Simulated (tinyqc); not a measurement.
Hot electrons in a saturated n-channel MOSFET, lucky-electron model: two steps of the calculation.

Beyond pinch-off the lateral field grows as Esat cosh(y/l) over the velocity-saturated region (pseudo-two-dimensional model). Impact ionisation in this region gives the substrate current, which biases the body forward through Rsub. Currents are per width. Local-field laws: they overstate ionisation when the field peak is narrower than an energy relaxation length.

Inputs (values chosen for the exercise); values close to those of silicon n-channel devices:
```
symbol  value        unit                                   meaning
L         0.5          um                            channel length
tox       9.1          nm                           oxide thickness
xj        130          nm                            junction depth
VT       0.73           V                                 threshold
mu        250  cm^2/(V s)                        effective mobility
vs      7.4e6        cm/s                       saturation velocity
Ai        2e6        1/cm                      ionisation prefactor
Bi       1.66       MV/cm                          ionisation field
Rd        200      ohm um     resistance of the lightly doped drain
Rsub     8900      ohm um                      substrate resistance
kb       0.32              fall of VT per volt of forward body bias
Vd        3.3           V                             drain voltage
Vg        1.8           V                              gate voltage
```

Constants: eps0 = 8.8541878128e-14 F/cm where lengths are in cm. Results are converted to the units shown.

Question 1. Length and field scales. Cox = 3.9 eps0/tox, l = sqrt(3 tox xj), Esat = 2 vs/mu.

Find: Cox; l; Esat; Esat L.

Answer 1.

Cox = 0.37947 uF/cm^2
l = 59.573 nm
Esat = 0.059200 MV/cm
Esat L = 2.9600 V

Question 2. Body bias from the substrate current. Cox = 3.9 eps0/tox. Overdrive g = Vg - VT + kb Vb; Vdsat = g Esat L/(g + Esat L); Id = Cox vs (g - Vdsat); dV = Vd - Id Rd - Vdsat; Em = sqrt((dV/l)^2 + Esat^2); Isub = Id (Ai/Bi) l Em exp(-Bi/Em). Vb(new) = Rsub Isub.

Vb at the start = 0 V
l = 59.573484 nm
Esat = 0.0592 MV/cm

Give: Vdsat; Id; dV; Em; Isub; Vb after iteration 1.

Answer 2.

Vdsat = 0.7859 V
Id = 79.77 uA/um
dV = 2.498 V
Em = 0.4235 MV/cm
Isub = 4.812 uA/um
Vb after iteration 1 = 0.04283 V

Numbers from tinyqc (`OMP_NUM_THREADS=1 python tinyqc.py 2550125 2550126 out.jsonl`; about 0.01 s on one thread of a shared Intel Xeon 2.30GHz).
